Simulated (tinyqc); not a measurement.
Two-valley model of the transferred-electron effect: one step, computed by the program tinyqc. Command: `OMP_NUM_THREADS=1 python tinyqc.py 3028378 3028379 out.jsonl gunn walk`. One thread of a shared host (Intel(R) Xeon(R) Processor @ 2.30GHz), about 0.01 s of CPU time with the checks.

Both kinds of valley share one electron temperature T_e, and each has a constant mobility.

Question. First two iterations. Density-of-states ratio R = Z (m2/m1)^(3/2); n2/n1 = R exp(-dE/(k_B T_e)); mean mobility mu = (mu1 + mu2 n2/n1)/(1 + n2/n1); energy balance e mu F^2 = (3/2) k_B (T_e - T)/tau_E; v = mu F. Fixed point from T_e = T: T_out = T + (2/3) e mu(T_e) F^2 tau_E/k_B, T_new = T_e + mixing (T_out - T_e); stop when |T_out - T_e| is below 1e-6 K.

Inputs (values chosen for the exercise, modelled on GaSb):
```
quantity                       value        unit
central-valley mass m1          0.04         m_0
satellite-valley mass m2        0.24         m_0
satellite valleys Z                4           -
valley separation dE           0.082          eV
central-valley mobility mu1     5200  cm^2/(V s)
satellite-valley mobility mu2    450  cm^2/(V s)
energy relaxation time tau_E    0.92          ps
lattice temperature T            350           K
electric field F                 6.9       kV/cm
mixing                           0.1           -
```

Solver: damped fixed point.

Constants: k_B = 8.617333262e-05 eV/K.

Give: T_out of iteration 1; T_e after iteration 1; mu at that T_e; T_e after iteration 2.

Answer.

T_out of iteration 1 = 832.5 K

T_e after iteration 1 = 398.2 K

mu at that T_e = 1193 cm^2/(V s)

T_e after iteration 2 = 433.9 K
